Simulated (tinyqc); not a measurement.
# Worked calculation: a spin-degenerate level with charging energy between two leads, rate equations

Numbers from tinyqc (`OMP_NUM_THREADS=1 python tinyqc.py 2780010 2780011 out.jsonl`; about 0.01 s on one thread of a shared Intel Xeon 2.30GHz). Printed values are rounded.

States 0, up, down and 2 with energies 0, e1 - Ez/2, e1 + Ez/2 and 2 e1 + U. mu_L = +V/2, mu_R = -V/2 (meV), f(x) = 1/(1 + exp(x/kB T)). A transition that adds one electron of given spin at the energy E has the rate G f(E - mu) from each lead, and its reverse G [1 - f(E - mu)]. I counts electrons leaving the left lead, times q.

Parameters, values chosen for the exercise:

| symbol | value | unit | meaning |
|---|---|---|---|
| U | 7.3 | meV | charging energy of the second electron |
| e1 | -1.24 | meV | level |
| GL | 3.9 | 1/ns | tunnel rate to the left lead |
| GR | 3.3 | 1/ns | tunnel rate to the right lead |
| T | 6.4 | K | temperature |
| V | 11 | mV | bias |
| Ez | 0 | meV | Zeeman splitting |
| dt | 0.051 | ns | time step |

Constants: q = 1.602176634e-19 C, kB = 1.380649e-23 J/K, Vt = kB T/q. Results are converted to the units shown.

Range of the model: Rate equations need hbar G well below kB T; cotunnelling and the Kondo effect are left out.

## Transition energies and Fermi factors

Transition energies: 0-up e1 - Ez/2, 0-down e1 + Ez/2, up-2 e1 + U + Ez/2, down-2 e1 + U - Ez/2.

```
transition   E (meV)        fL  fR (1e-4)
0-up        -1.24000  0.999995    4.41780
0-down      -1.24000  0.999995    4.41780
up-2         6.06000  0.265925    0.00001
down-2       6.06000  0.265925    0.00001
```

## Rate matrix

dp/dt = W p; W_ji is the rate from state i to j, and each column sums to zero.

W (1/ns):
```
            0       up     down         2
0     -7.8029   3.2986   3.2986    0.0000
up     3.9014  -4.3357   0.0000    6.1629
down   3.9014   0.0000  -4.3357    6.1629
2      0.0000   1.0371   1.0371  -12.3258
```

## Steady state and current

Steady state: W p = 0 with sum p = 1. I = q GL sum over transitions i-j of [fL p_i - (1 - fL) p_j].

p: 0 0.280538, up 0.331812, down 0.331812, 2 0.055838
mean number of electrons = 0.775300
I = 409.629 pA

In units of q GL GR/(GL + GR) = 286 pA the current is 1.43; two independent spin channels fully inside the bias window would give 2.

## Step 1: time step

p at the start: 0 1, up 0, down 0, 2 0

Explicit Euler step: p(new) = p + dt W p.

p after step 1: 0 0.602053, up 0.198973, down 0.198973, 2 0.000000

## Step 2: time step

As before.

p after step 2: 0 0.429413, up 0.274769, down 0.274769, 2 0.021048

## Relaxation from the empty dot

Stop when no probability changes by more than 1e-8 in a step, or after 400 steps.

Course of the iteration:
```
step      p(0)     p(up)   p(down)       p(2)  largest change
1     0.602053  0.198973  0.198973  0.0000000           0.398
2     0.429413  0.274769  0.274769  0.0210484           0.173
3     0.350977  0.306070  0.306070  0.0368835          0.0784
4     0.314285  0.319820  0.319820  0.0460756          0.0367
5     0.296821  0.326118  0.326118  0.0509440          0.0175
6     0.288425  0.329078  0.329078  0.0534182         8.40e-3
7     0.284367  0.330491  0.330491  0.0546503         4.06e-3
8     0.282399  0.331172  0.331172  0.0552574         1.97e-3
...        ...       ...       ...        ...             ...
18    0.280539  0.331811  0.331811  0.0558378         1.46e-6
19    0.280539  0.331812  0.331812  0.0558380         7.11e-7
20    0.280538  0.331812  0.331812  0.0558381         3.46e-7
21    0.280538  0.331812  0.331812  0.0558382         1.69e-7
22    0.280538  0.331812  0.331812  0.0558382         8.20e-8
23    0.280538  0.331812  0.331812  0.0558382         3.99e-8
24    0.280538  0.331812  0.331812  0.0558382         1.94e-8
25    0.280538  0.331812  0.331812  0.0558382         9.46e-9
```

The steps settle after 25 steps (1.27 ns) on the steady state above. The decay rates of W are 4.34, 10.1 and 14.4 1/ns; stability needs dt below 2 over the largest, 0.139 ns.
